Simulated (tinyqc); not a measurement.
Dopants and charged point defects at anneal temperature: Fermi-level effect, clustering and pairing: one step, computed by the program tinyqc. Command: `OMP_NUM_THREADS=1 python tinyqc.py 3013246 3013247 out.jsonl pairing walk`. One thread of a shared host (Intel(R) Xeon(R) Processor @ 2.30GHz), about 0.01 s of CPU time with the checks.

Boltzmann statistics and full ionisation of active dopants. Energies are counted from the valence band; the defect (a vacancy or self-interstitial) has five charge states, with all degeneracy factors one.

Problem. The host at the anneal temperature. E_g = E_g0 - alpha T^2/(T + beta). N_c = 2 M_c (2 pi m_e k_B T/h^2)^(3/2) and N_v = 2 (2 pi m_h k_B T/h^2)^(3/2), masses in units of m_0. n_i = sqrt(N_c N_v) exp(-E_g/2 k_B T); E_i = E_g/2 + (k_B T/2) ln(N_v/N_c).

Inputs (values chosen for the exercise, for a model semiconductor):
```
quantity,value,unit
gap at 0 K E_g0,1.04,eV
Varshni alpha,0.000334,eV/K
Varshni beta,813,K
electron mass m_e,0.406,m_0
valleys M_c,6,-
hole mass m_h,0.781,m_0
anneal temperature T,800,K
```

Dopant: donor. Second part: pairing with a mobile impurity.

Constants: m_0 = 9.1093837015e-31 kg; k_B = 1.380649e-23 J/K; h = 6.62607015e-34 J s; k_B = 8.617333262e-05 eV/K.

Give: E_g; k_B T; n_i; E_i; effective density of states N_b of the majority band.

Solution.

E_g = 0.9075 eV

k_B T = 0.06894 eV

n_i = 1.567e+17 cm^-3

E_i = 0.4258 eV

effective density of states N_b of the majority band = 1.696e+20 cm^-3
